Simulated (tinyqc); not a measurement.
Inside a calculation. Method: tight binding, honeycomb lattice. Computed by tinyqc, a small Python program that keeps every step. Settings: t1 = 1.45, t2 = 0, phi = 0, delta = 0, points = 7. Command: `OMP_NUM_THREADS=1 python tinyqc.py 26207 26208 out.jsonl` (the two numbers bound the seeds that draw the settings). One thread of a shared host (Intel(R) Xeon(R) Processor @ 2.60GHz), about 0.01 s of CPU time with the checks.

## Bloch Hamiltonian at k

Parameters chosen for this model:
```
parameter,value,unit
t1,1.450000,"eV, nearest"
t2,0,"eV, second neighbours"
phi,0,"rad, phase of t2 (Haldane)"
delta,0,"eV, +/- on A and B"
```

k point k (fractions of the reciprocal vectors): 0.04000  0.00000

H_AB = -t1 (1 + exp(-i k.a1) + exp(-i k.a2)); H_AA = delta - 2 t2 sum cos(k.b + phi), H_BB = -delta - 2 t2 sum cos(k.b - phi), b = a1, a2 - a1, -a2.

H(k) at k (eV):
```
,A,B
A,0.00000,-4.30445+0.36060i
B,-4.30445-0.36060i,0.00000
```

## Levels at k

Diagonalise the Hermitian matrix.

eigenvalues (eV): -4.31952  4.31952

weights |c|^2 of the basis functions:
```
,band 1,band 2
A,0.50000,0.50000
B,0.50000,0.50000
```

## Bloch Hamiltonian at K

k point K (fractions of the reciprocal vectors): 0.33333  0.66667

As before.

H(k) at K (eV):
```
,A,B
A,0.00000,0.00000
B,0.00000,0.00000
```

## Levels at K

As before.

eigenvalues (eV): 0.00000  0.00000

## Bands along a path

The same steps at evenly spaced points between the labelled ones.

Bands along the path (eV):
```
k,band 1,band 2
G,-4.35000,4.35000
G-K 0.25,-3.96147,3.96147
G-K 0.50,-2.90000,2.90000
G-K 0.75,-1.45000,1.45000
K,0,0
K-M 0.25,-0.60061,0.60061
K-M 0.50,-1.06147,1.06147
K-M 0.75,-1.35118,1.35118
M,-1.45000,1.45000
M-K' 0.25,-1.35118,1.35118
M-K' 0.50,-1.06147,1.06147
M-K' 0.75,-0.60061,0.60061
K',0,0
```

With 1 band(s) filled, the highest filled level on these points lies at K and the lowest empty one at K: the bands touch or overlap, so there is no gap.
